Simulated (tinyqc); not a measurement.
RHF in the sto-6g basis, for BeH2, spin multiplicity 1, step by step. One step of it, computed by the program tinyqc.

Task: Iteration 2: building the Fock matrix. J_ij = sum D_kl (ij|kl), K_ij = sum D_kl (ik|jl); F = H + J - 0.5 K; E = tr D H + tr D J / 2 - 0.25 tr D K + E_nn.

D after iteration 1:
```
            1Be 1s     1Be 2s   1Be 2px    1Be 2py   1Be 2pz      2H 1s      3H 1s
1Be 1s    2.076134  -0.250217  0.000000  -0.000072  0.000000  -0.154618  -0.154274
1Be 2s   -0.250217   0.876309  0.000000  -0.000230  0.000000   0.451455   0.451769
1Be 2px   0.000000   0.000000  0.000000   0.000000  0.000000   0.000000   0.000000
1Be 2py  -0.000072  -0.000230  0.000000   0.302811  0.000000   0.384486  -0.385128
1Be 2pz   0.000000   0.000000  0.000000   0.000000  0.000000   0.000000   0.000000
2H 1s    -0.154618   0.451455  0.000000   0.384486  0.000000   0.721398  -0.255941
3H 1s    -0.154274   0.451769  0.000000  -0.385128  0.000000  -0.255941   0.722747
```

core Hamiltonian H = T + V (hartree):
```
            1Be 1s     1Be 2s    1Be 2px    1Be 2py    1Be 2pz      2H 1s      3H 1s
1Be 1s   -8.659697  -2.039927   0.000000  -0.000083   0.000000  -0.426292  -0.422475
1Be 2s   -2.039927  -2.762606   0.000000  -0.000451   0.000000  -1.085702  -1.080493
1Be 2px   0.000000   0.000000  -2.254624   0.000000   0.000000   0.000000   0.000000
1Be 2py  -0.000083  -0.000451   0.000000  -2.454865   0.000000  -1.174951   1.170756
1Be 2pz   0.000000   0.000000   0.000000   0.000000  -2.254624   0.000000   0.000000
2H 1s    -0.426292  -1.085702   0.000000  -1.174951   0.000000  -2.072511  -0.078799
3H 1s    -0.422475  -1.080493   0.000000   1.170756   0.000000  -0.078799  -2.068780
```

Two-electron integrals (ij|kl) in chemists' order, unique and non-zero (hartree):
```
(11|11) 2.299996    (21|11) 0.361879    (21|21) 0.071926    (22|11) 0.570332
(22|21) 0.139654    (22|22) 0.417773    (31|31) 0.015252    (32|31) 0.022555
(32|32) 0.092340    (33|11) 0.570332    (33|21) 0.139654    (33|22) 0.417773
(33|33) 0.450117    (41|41) 0.015252    (42|41) 0.022555    (42|42) 0.092340
(43|43) 0.024258    (44|11) 0.570332    (44|21) 0.139654    (44|22) 0.417773
(44|33) 0.401601    (44|44) 0.450117    (51|51) 0.015252    (52|51) 0.022555
(52|52) 0.092340    (53|53) 0.024258    (54|54) 0.024258    (55|11) 0.570332
(55|21) 0.139654    (55|22) 0.417773    (55|33) 0.401601    (55|44) 0.401601
(55|55) 0.450117    (61|11) 0.076836    (61|21) 0.014835    (61|22) 0.028706
(61|33) 0.028469    (61|41) 0.001469    (61|42) 0.002855    (61|44) 0.029181
(61|55) 0.028469    (61|61) 0.003237    (62|11) 0.188033    (62|21) 0.046794
(62|22) 0.152787    (62|33) 0.146986    (62|41) 0.006522    (62|42) 0.038672
(62|44) 0.164388    (62|55) 0.146986    (62|61) 0.010684    (62|62) 0.083870
(63|31) 0.004465    (63|32) 0.020436    (63|43) 0.006671    (63|63) 0.007592
(64|11) 0.203467    (64|21) 0.051268    (64|22) 0.174871    (64|33) 0.164601
(64|41) 0.010531    (64|42) 0.060235    (64|44) 0.195411    (64|55) 0.164601
(64|61) 0.012272    (64|62) 0.109137    (64|64) 0.146458    (65|51) 0.004465
(65|52) 0.020436    (65|54) 0.006671    (65|65) 0.007592    (66|11) 0.355456
(66|21) 0.090242    (66|22) 0.329197    (66|33) 0.305522    (66|41) 0.014646
(66|42) 0.112033    (66|44) 0.376549    (66|55) 0.305522    (66|61) 0.021297
(66|62) 0.230644    (66|64) 0.318345    (66|66) 0.774999    (71|11) 0.076140
(71|21) 0.014701    (71|22) 0.028450    (71|33) 0.028215    (71|41) -0.001456
(71|42) -0.002830   (71|44) 0.028920    (71|55) 0.028215    (71|61) 0.002903
(71|62) 0.008760    (71|64) 0.009233    (71|66) 0.016675    (71|71) 0.003179
(72|11) 0.187022    (72|21) 0.046546    (72|22) 0.152061    (72|33) 0.146280
(72|41) -0.006486   (72|42) -0.038515   (72|44) 0.163622    (72|55) 0.146280
(72|61) 0.008792    (72|62) 0.042972    (72|64) 0.044913    (72|66) 0.086962
(72|71) 0.010534    (72|72) 0.083196    (73|31) 0.004432    (73|32) 0.020309
(73|43) -0.006637   (73|63) 0.003047    (73|73) 0.007513    (74|11) -0.202606
(74|21) -0.051053   (74|22) -0.174225   (74|33) -0.163993   (74|41) 0.010471
(74|42) 0.059984    (74|44) -0.194689   (74|55) -0.163993   (74|61) -0.009280
(74|62) -0.044978   (74|64) -0.045319   (74|66) -0.089874   (74|71) -0.012111
(74|72) -0.108360   (74|74) 0.145522    (75|51) 0.004432    (75|52) 0.020309
(75|54) -0.006637   (75|65) 0.003047    (75|75) 0.007513    (76|11) 0.013217
(76|21) 0.003202    (76|22) 0.009582    (76|33) 0.009394    (76|41) -4.60e-07
(76|42) -3.44e-06   (76|44) 0.009959    (76|55) 0.009394    (76|61) 0.000663
(76|62) 0.003695    (76|64) 0.004344    (76|66) 0.008477    (76|71) 0.000657
(76|72) 0.003682    (76|74) -0.004334   (76|76) 0.000226    (77|11) 0.354529
(77|21) 0.090011    (77|22) 0.328578    (77|33) 0.304958    (77|41) -0.014579
(77|42) -0.111768   (77|44) 0.375819    (77|55) 0.304958    (77|61) 0.016786
(77|62) 0.087239    (77|64) 0.090037    (77|66) 0.178398    (77|71) 0.021050
(77|72) 0.229628    (77|74) -0.317191   (77|76) 0.008477    (77|77) 0.774999
```

nuclear repulsion = 3.03305057 hartree

Give: Coulomb J; exchange K; Fock matrix F; total energy of this density.

Result:

Coulomb J (hartree):
```
         1Be 1s  1Be 2s  1Be 2px  1Be 2py  1Be 2pz  2H 1s   3H 1s
1Be 1s    6.376   1.162    0.000    0.000    0.000  0.246   0.243
1Be 2s    1.162   2.603    0.000    0.000    0.000  1.005   1.001
1Be 2px   0.000   0.000    2.538    0.000    0.000  0.000   0.000
1Be 2py   0.000   0.000    0.000    2.733    0.000  1.182  -1.177
1Be 2pz   0.000   0.000    0.000    0.000    2.538  0.000   0.000
2H 1s     0.246   1.005    0.000    1.182    0.000  2.368   0.062
3H 1s     0.243   1.001    0.000   -1.177    0.000  0.062   2.365
```

exchange K (hartree):
```
         1Be 1s  1Be 2s  1Be 2px  1Be 2py  1Be 2pz  2H 1s   3H 1s
1Be 1s    4.646   0.743    0.000    0.000    0.000  0.164   0.163
1Be 2s    0.743   0.878    0.000    0.001    0.000  0.570   0.568
1Be 2px   0.000   0.000    0.162    0.000    0.000  0.000   0.000
1Be 2py   0.000   0.001    0.000    0.874    0.000  0.634  -0.632
1Be 2pz   0.000   0.000    0.000    0.000    0.162  0.000   0.000
2H 1s     0.164   0.570    0.000    0.634    0.000  1.120   0.003
3H 1s     0.163   0.568    0.000   -0.632    0.000  0.003   1.119
```

Fock matrix F (hartree):
```
         1Be 1s  1Be 2s  1Be 2px  1Be 2py  1Be 2pz   2H 1s   3H 1s
1Be 1s   -4.607  -1.249    0.000    0.000    0.000  -0.263  -0.261
1Be 2s   -1.249  -0.598    0.000   -0.001    0.000  -0.366  -0.364
1Be 2px   0.000   0.000    0.202    0.000    0.000   0.000   0.000
1Be 2py   0.000  -0.001    0.000   -0.159    0.000  -0.310   0.309
1Be 2pz   0.000   0.000    0.000    0.000    0.202   0.000   0.000
2H 1s    -0.263  -0.366    0.000   -0.310    0.000  -0.265  -0.018
3H 1s    -0.261  -0.364    0.000    0.309    0.000  -0.018  -0.263
```

total energy of this density = -15.68140 hartree
